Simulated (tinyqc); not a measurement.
## Thermal resistances of a two-die stack

Problem. Heat leaves through the lower die only, and the system is linear. Find the resistance R1 from the lower die to the coolant, R2 between the dies, and the rise of the upper die when both are powered.

Parameters, values chosen for the exercise: power of the lower die P1 = 10 W; power of the upper die P2 = 8.1 W.

rises of the lower and upper die with only the lower one powered (K): [6.3, 6.3]
rises of the lower and upper die with only the upper one powered (K): [5.103, 8.586]

Solution. With only the lower die powered no heat crosses R2, so both dies rise by P1 R1; the difference in the second test is P2 R2; rises add.

R1 = 0.630 K/W
R2 = 0.430 K/W
rise of the upper die = 14.9 K

Numbers from tinyqc (`OMP_NUM_THREADS=1 python tinyqc.py 2162178 2162179 out.jsonl`; about 0.03 s on one thread of a shared Intel Xeon 2.30GHz).
